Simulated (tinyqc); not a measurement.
The diagram with and without ligand: potential-pH (Pourbaix) lines of a metal, its cation, its oxide and an oxyanion, with a complexing ligand. Computed by tinyqc, a small Python program. Command: `OMP_NUM_THREADS=1 python tinyqc.py 3030708 3030709 out.jsonl pourb walk`. One thread of a shared host (Intel(R) Xeon(R) Processor @ 2.30GHz), about 0.02 s of CPU time with the checks.

Potentials are against the standard hydrogen electrode; solids and water have unit activity; dG_f of M, H+ and the electron is zero; F = e N_A and s = R T ln(10)/F. The cation carries z = 2.

Inputs (values chosen for the exercise, modelled on tin): dG_f of the cation = -27.39 kJ/mol; dG_f of the oxide = -250.53 kJ/mol; dG_f of the oxyanion = -320.53 kJ/mol; dG_f of water = -237.14 kJ/mol; temperature T = 298.15 K; log10 of the dissolved activity a = -4; log10 of the stability constant beta of ML = 8.5; pKa of HL = 5.8; total ligand c_L = 0.0021 mol/L.

Species: M, M2+, MO, MO2(2-).

Constants: R = 8.314462618 J/(mol K); e = 1.602176634e-19 C; N_A = 6.02214076e+23 1/mol.

Method. M2+ + 2e = M; MO + 2H+ + 2e = M + H2O; MO2(2-) + 4H+ + 2e = M + 2H2O. For each, E0 = -dG/(z F), and E = E0 + (s/z) log10 a - (s n_H/z) pH, with no activity term for the oxide. The free ligand is c_L/(1 + 10^(pKa - pH)) (ligand in excess); dissolved metal is a in all, so the free cation is a/alpha, alpha = 1 + beta [L]; the cation line drops by (s/z) log10 alpha.

E0 (V): cation -0.141939, oxide -0.069389, oxyanion 0.796753

s = 0.0591593 V

Lines against the metal (V); the species with the lowest line is stable above it:
```
pH    cation     oxide  oxyanion  stable above  cation with ligand  stable above, ligand
0   -0.26026  -0.06939   0.67843        cation            -0.26949             dissolved
2   -0.26026  -0.18771   0.44180        cation            -0.32019             dissolved
4   -0.26026  -0.30603   0.20516         oxide            -0.37903             dissolved
5   -0.26026  -0.36519   0.08684         oxide            -0.40692             dissolved
6   -0.26026  -0.42434  -0.03148         oxide            -0.42619             dissolved
7   -0.26026  -0.48350  -0.14980         oxide            -0.43169                 oxide
8   -0.26026  -0.54266  -0.26812         oxide            -0.43240                 oxide
9   -0.26026  -0.60182  -0.38643         oxide            -0.43247                 oxide
10  -0.26026  -0.66098  -0.50475         oxide            -0.43248                 oxide
12  -0.26026  -0.77930  -0.74139         oxide            -0.43248                 oxide
14  -0.26026  -0.89762  -0.97803      oxyanion            -0.43248              oxyanion
```

What follows from these numbers?

Without ligand the oxide holds 8 of the eleven rows (pH 4 to 12), with it 5 (pH 7, 8, 9, 10, 12). The ligand acts once beta [L] exceeds 1, from pH = pKa - log10(beta c_L) = 0.0 on, that is in all rows; its line then falls by at most s/z per pH unit and flattens beyond pKa, 0.172 V below the free cation at most. The oxide line falls faster, by s per pH unit, so the oxide takes over again at higher pH.

Extremes, crossings and ranges named in words are read from the listed rows.
